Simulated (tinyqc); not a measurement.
Avalanche multiplication and breakdown of a junction from ionisation integrals: one step, computed by the program tinyqc. Command: `OMP_NUM_THREADS=1 python tinyqc.py 3023466 3023467 out.jsonl impact walk`. One thread of a shared host (Intel(R) Xeon(R) Processor @ 2.30GHz), about 0.01 s of CPU time with the checks.

Ionisation coefficients follow the local field. Position x runs through the depletion layer from the p side (x = 0), where electrons enter, to the n side (x = w), where holes enter. The built-in voltage is neglected.

Question. On-resistance of the drift layer. R_on = w/(e mu N) with w the width at breakdown; figure of merit V_B^2/R_on; for a triangular field it equals eps eps_0 mu F_m^3/4.

Inputs (values chosen for the exercise, modelled on GaAs): permittivity eps = 12.9; drift-layer mobility mu = 7300 cm^2/(V s); doping N of the lightly doped side = 3.5e+14 1/cm^3.

Junction: one-sided abrupt p+n.

width at breakdown = 52.20127 micrometre

breakdown voltage = 668.9168 V

critical field F_m = 0.2562837 MV/cm

Constants: e = 1.602176634e-19 C; eps_0 = 8.8541878128e-12 F/m.

Give: specific on-resistance; V_B^2/R_on; eps eps_0 mu F_m^3/4.

Answer.

specific on-resistance = 12.752 milliohm cm^2

V_B^2/R_on = 35.088 MW/cm^2

eps eps_0 mu F_m^3/4 = 35.088 MW/cm^2
